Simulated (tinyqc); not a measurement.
# Six-transistor SRAM cell, nodal equations and margins: effects of single changes

Two cross-coupled inverters (pull-down bn, pull-up bp) hold the nodes Q and QB; access transistors (ba, threshold VTn, gate on the word line at Vdd when selected) join them to the bit lines. Transistor (EKV form, voltages against the body): I = 2 n b Vt^2 [F(vp - Vs) - F(vp - Vd)] from drain to source, F(v) = ln^2(1 + exp(v/(2 Vt))), vp = (Vg - VT + sg |Vd - Vs|)/n. n-channel bodies are at 0; for the p-channel device all voltages are counted down from Vdd. b in uA/V^2 gives I in uA. For an access transistor the bit line is the drain and the node the source. In a read both bit lines are at Vdd. The cell is symmetric (no mismatch).

Values chosen for this exercise:

| symbol | value | unit | meaning |
|---|---|---|---|
| T | 350 | K | temperature |
| Vdd | 0.8 | V | supply voltage |
| n | 1.29 |  | slope factor |
| sg | 0.028 |  | drain-induced barrier lowering |
| VTn | 0.29 | V | n-channel threshold |
| VTp | 0.33 | V | p-channel threshold (magnitude) |
| bn | 180 | uA/V^2 | gain factor of the pull-down transistor |
| ba | 150 | uA/V^2 | gain factor of the access transistor |
| bp | 100 | uA/V^2 | gain factor of the pull-up transistor |

Constants: q = 1.602176634e-19 C, kB = 1.380649e-23 J/K, Vt = kB T/q. Results are converted to the units shown.

Each table varies one quantity; the others keep the values above.

## Effect of the supply voltage

f(x) is the node voltage of one half-cell for input x: In = Ip in hold, In = Ip + Ia in a read. Static noise margin: side of the largest square between the curve (x, f(x)) and its mirror image (f(y), y); with h(c) the root x of f(x) - x = c, it is the maximum over c > 0 of h(c) - h(-c) + c. Q is the low node in a read and Iread the current of its access transistor. The write trip is the voltage to which the bit line of the high node must fall (the other staying at Vdd) for that state to vanish; higher is easier, and a negative value means that a grounded bit line does not write.

Results:
```
Vdd (V)  hold margin (mV)  read margin (mV)  Q in a read (mV)  Iread (uA)  write trip (mV)
0.4                 148.4             70.32             37.56      0.5557            107.4
0.5                 193.8             95.63             52.30       1.583            127.8
0.6                 237.0             119.1             70.22       3.293            153.9
0.85                332.1             167.2             120.5       10.51            231.9
1                   380.4             189.1             151.8       16.83            283.0
```

Estimate the missing row, Vdd = 0.7 V.

Computed row:
```
Vdd (V)  hold margin (mV)  read margin (mV)  Q in a read (mV)  Iread (uA)  write trip (mV)
0.7                 277.5             140.3             89.82       5.682            183.6
```

With this row back in the table: As Vdd goes from 0.4 to 1 V, the read margin rises from 70.3 to 189 mV, the write trip rises from 107 to 283 mV and Iread rises from 0.556 to 16.8 uA. The read margin is 0.47 of the hold margin in the first row and 0.50 in the last. For Vdd = 0.4 to 0.5 V the read margin is under 100 mV, which threshold mismatch, left out here, can use up in a large array.

## Effect of the drain-induced barrier lowering

Same model as above.

Effect of the drain-induced barrier lowering:
```
sg    hold margin (mV)  read margin (mV)  Q in a read (mV)  Iread (uA)  write trip (mV)
0.02             318.3             162.7             108.4       8.599            212.6
0.05             304.7             148.3             115.2       9.121            223.1
0.08             291.1             134.1             122.0       9.642            233.1
0.11             277.5             120.3             128.8       10.16            242.8
0.14             264.0             106.8             135.6       10.67            252.3
0.17             250.5             93.61             142.4       11.17            262.0
```

As sg goes from 0.02 to 0.17, the read margin falls from 163 to 93.6 mV, the write trip rises from 213 to 262 mV and Iread rises from 8.60 to 11.2 uA. The read margin is 0.51 of the hold margin in the first row and 0.37 in the last. Read stability and write ability pull in opposite directions. At sg = 0.17 the read margin is under 100 mV, which threshold mismatch, left out here, can use up in a large array.

tinyqc, about 0.1 s, one thread, Intel Xeon 2.30GHz (shared host): `OMP_NUM_THREADS=1 python tinyqc.py 2340009 2340010 out.jsonl`
